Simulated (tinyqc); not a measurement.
Worked calculation: Rayleigh-quotient iteration on a symmetric matrix. Computed by tinyqc, a small Python program that keeps every step. Settings: method = rayleigh, shift = 1.34. Command: `OMP_NUM_THREADS=1 python tinyqc.py 27421 27422 out.jsonl` (the two numbers bound the seeds that draw the settings). One thread of a shared host (Intel(R) Xeon(R) Processor @ 2.60GHz), about 0.01 s of CPU time with the checks.

## Step 1

A, lower triangle:
```
           1         2         3
1   0.550000
2  -0.229000  0.587000
3   0.131000  0.784000  1.091000
```

vector v at the start: 0.577350  0.577350  0.577350

shift = 1.340000

solve (A - shift) w = v; v' = w/|w| with its largest component positive (the first on a tie); lambda = v'^T A v'; the next shift is lambda.

vector after step 1: -0.328448  0.578653  0.746514

Rayleigh quotient after step 1 = 1.564018

## Step 2

As before.

vector after step 2: 0.005836  0.586738  0.809756

Rayleigh quotient after step 2 = 1.662123

## Step 3

As before.

vector after step 3: -0.027124  0.592333  0.805237

Rayleigh quotient after step 3 = 1.663291

## Course of the iteration

Stop when the residual |A v - lambda v| is below 1e-9.

Steps:
```
step      lambda  residual
1     1.56401805  3.18e-01
2     1.66212318  3.49e-02
3     1.66329149  3.94e-05
4     1.66329149  5.91e-14
```

all eigenvalues, for comparison: -0.091731  0.656440  1.663291

Converged in 4 steps.
